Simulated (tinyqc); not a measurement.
# Worked calculation: input admittance of a MOSFET at zero drain bias: distributed channel and distributed gate

Numbers from tinyqc (`OMP_NUM_THREADS=1 python tinyqc.py 2262162 2262163 out.jsonl`; about 0.01 s on one thread of a shared Intel Xeon 2.30GHz). Printed values are rounded.

Source and drain grounded, strong inversion, w = 2 pi f, Cox = eps0 eox/tox. The channel is an RC line of resistance 1/(mu Cox Vo) per square fed from both ends, so one finger has the intrinsic admittance y = i w Cox L tanh(g)/g per width, g = (1/2) sqrt(i w tau), tau = L^2/(mu Vo). The vertical resistance rv/L is in series with y, the overlaps 2 i w Cov in parallel: y_t = 1/(1/y + rv/L) + 2 i w Cov. The gate strip is a line of Rsh/L per length loaded by y_t, so a finger has Y = y_t Wf tanh(k)/k, k = (Wf/sd) sqrt(y_t Rsh/L); the device has Nf Y.

Inputs (values chosen for the exercise); values of the order met in silicon radio-frequency transistors:
- eox = 3.9 (relative permittivity of the gate insulator (close to silicon dioxide))
- tox = 3.9 nm (insulator thickness)
- L = 0.5 um (channel length)
- Wf = 20 um (finger width)
- Nf = 4 (number of fingers)
- mu = 300 cm^2/(V s) (channel mobility)
- Vo = 0.57 V (gate overdrive)
- Rsh = 4.5 ohm/square (sheet resistance of the gate)
- rv = 4.2 ohm um^2 (vertical resistivity of the gate stack)
- sd = 2 (number of ends at which a finger is contacted)
- Cov = 0.24 fF/um (overlap and fringe capacitance on each side)
- f = 26 GHz (frequency)

Constants: eps0 = 8.8541878128e-14 F/cm where lengths are in cm. Results are converted to the units shown.

## Low-frequency resistances and capacitance

Low-frequency limits, with c = Cox L and ct = c + 2 Cov: R_strip = Rsh Wf/(3 sd^2 L Nf), R_ch = (c/ct)^2 L/(12 mu Cox Vo Wf Nf), R_vert = (c/ct)^2 rv/(L Wf Nf), C = ct Wf Nf.

parts (ohm): strip 3.75, channel 2.79990, vertical 0.0854630
sum = 6.63536 ohm
C = 392.568 fF
1/(2 pi R C) = 61.1000 GHz

The strip term is the largest, 56.5 % of the sum.

## Admittance of the channel and stack per width

tau, g, c = Cox L, y and y_t as defined.

tau = 14.6199 ps
g = 0.546391+0.546391i
c = 4.42709 fF/um
y = 136.093+690.743i uS/um
y_t = 139.932+767.558i uS/um

w tau = 2.39, and Im y is 0.955 of w c.

## Input impedance of the device

k and Y as defined; Z = 1/(Nf Y) = R + 1/(i w C); Q = |Im Z|/R; signal at the point farthest from a contact |1/cosh k|.

k = 0.643477+0.536772i
Nf Y = 22.1551+53.6231i mS
R = 6.58145 ohm
C = 384.278 fF
Q = 2.42036
signal at the far point = 0.907978

R is 0.81 % below its low-frequency limit and C is 2.1 % below its own.
